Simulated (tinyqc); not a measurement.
Cell-based percolation model of oxide breakdown: one step of the calculation.

The oxide, of thickness n a, is cut into cubic cells. A cell is defective with the chance l = 1 - exp(-a^3 N), N = N1 (t/1 s)^al. A column of n defective cells breaks the oxide down, and the area holds M = A/a^2 independent columns: 1 - F = (1 - l^n)^M.

Problem. Critical defect density. At F = 1 - 1/e: l_c = (1 - exp(-1/M))^(1/n), N_bd = -ln(1 - l_c)/a^3, t63 = (N_bd/N1)^(1/al). W = ln(-ln(1 - F)); for small l, W = ln M + n ln(a^3 N), so the Weibull slope is n al.

Parameters, values chosen for the exercise: edge of a cell a = 1.2 nm; cells across the oxide n = 3; area A = 3.2 um^2; exponent of defect growth al = 0.3; defect density after 1 s N1 = 2.4e18 cm^-3.

Give: thickness; M; l_c; N_bd; N_bd times thickness; t63; n al.

Solution.

thickness = 3.6000 nm
M = 2.2222e6
l_c = 0.0076631
N_bd = 4.4517e18 cm^-3
N_bd times thickness = 1.6026e12 cm^-2
t63 = 7.8414 s
n al = 0.90000

Computed by the program tinyqc: `OMP_NUM_THREADS=1 python tinyqc.py 2070137 2070138 out.jsonl`, one thread of a shared Intel Xeon 2.30GHz, about 0.01 s for the whole run.
